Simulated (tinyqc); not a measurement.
Quantum against classical capture: non-radiative capture by multiphonon emission, one effective mode. Computed by tinyqc, a small Python program. Command: `OMP_NUM_THREADS=1 python tinyqc.py 3018884 3018885 out.jsonl capture walk`. One thread of a shared host (Intel(R) Xeon(R) Processor @ 2.30GHz), about 0.01 s of CPU time with the checks.

The initial state (free carrier plus empty centre) lies dE above the final state; both have the same frequency and are displaced by dQ.

Inputs (values chosen for the exercise, with mass, screening and phonons like those of InP):

| quantity | value | unit |
|---|---|---|
| energy released dE | 0.119 | eV |
| phonon energy hbar omega | 19.9 | meV |
| Huang-Rhys factor S | 1.25 | - |
| electron-phonon coupling W | 0.019 | eV/(u^(1/2) angstrom) |
| cell volume V | 1460 | angstrom^3 |
| degeneracy g | 4 | - |
| broadening b | 13 | meV |
| carrier mass m | 0.622 | m_0 |
| dielectric constant eps | 12.3 | - |
| temperature T | 400 | K |

Centre: repulsive.

Constants: hbar^2/u = 4.18015928e-03 eV angstrom^2; k_B = 8.617333262e-05 eV/K; hbar = 6.582119569e-16 eV s; Ry = 13.605693123 eV.

Method:
- dQ = sqrt(2 S (hbar^2/u)/hbar omega); relaxation energy lambda = S hbar omega; phonons needed P = dE/hbar omega; classical barrier E_b = (dE - lambda)^2/(4 lambda); occupation n = 1/(exp(hbar omega/k_B T) - 1).
- M_p = sum_m w_m <m_i|Q|(m + p)_f>^2 with Q counted from the final minimum and Boltzmann weights w_m for m = 0..24; <m_i|Q|k_f> = sqrt((hbar^2/u)/(2 hbar omega)) [sqrt(k) <m|k-1> + sqrt(k+1) <m|k+1>], with overlaps of oscillators displaced by d = sqrt(2 S) summed on 1500 points from -16 to 16 + d.
- The delta function is a Gaussian of standard deviation b at dE - p hbar omega.
- C_0 = V (2 pi/hbar) g W^2 sum_p M_p Gaussian_p. Here the sum runs over all p.
- Classical (Marcus) form: replace the sum by Q_c^2 exp(-E_b/k_B T)/sqrt(4 pi lambda k_B T), Q_c = dQ (dE + lambda)/(2 lambda).
- Sommerfeld factor of a repulsive centre: s(k) = 2 pi nu/(exp(2 pi nu) - 1), nu = sqrt(Ry*/E), Ry* = Ry m/eps^2, averaged over (2/sqrt(pi)) sqrt(x) exp(-x) dx with x = E/k_B T = t^2 (trapezoid, t to 6 in steps of 0.01).
- The last column is -k_B d ln C_0/d(1/T) from this row and the one above.

dQ = 0.724669 u^(1/2) angstrom

lambda = 0.024875 eV

classical barrier E_b = 0.0890404 eV

Against temperature:

| T (K) | C_0, quantum (cm^3/s) | C_0, classical (cm^3/s) | Sommerfeld factor | activation energy (eV) |
|---|---|---|---|---|
| 18 | 9.6425e-09 | 4.7140e-31 | 1.3818e-07 | - |
| 35 | 9.6845e-09 | 4.3445e-19 | 6.1042e-06 | 1.3859e-05 |
| 58 | 1.0237e-08 | 4.0978e-14 | 6.1321e-05 | 4.2179e-04 |
| 92 | 1.2570e-08 | 2.3533e-11 | 3.5263e-04 | 2.7765e-03 |
| 140 | 1.8412e-08 | 8.9712e-10 | 1.3441e-03 | 8.8267e-03 |
| 210 | 3.0935e-08 | 8.5751e-09 | 4.0144e-03 | 1.8780e-02 |
| 320 | 5.6514e-08 | 3.7699e-08 | 1.0469e-02 | 3.1723e-02 |
| 510 | 1.0372e-07 | 9.9438e-08 | 2.5232e-02 | 4.4947e-02 |

At 18.0 K the quantum value is 2.0e22 times the classical one: C_0 comes from tunnelling out of the lowest level and hardly depends on T. At 510 K the ratio is 1.0. The largest apparent activation energy is 0.045 eV against the classical barrier of 0.089 eV, so an Arrhenius fit understates the barrier, through tunnelling and the broadening b at low T and the T^(-1/2) prefactor at high T. The measured coefficient is C = s C_0, and s changes by a factor 180000 over these rows, so C changes by 2.0e6 where C_0 changes by 11.

Extremes, crossings and ranges named in words are read from the listed rows.
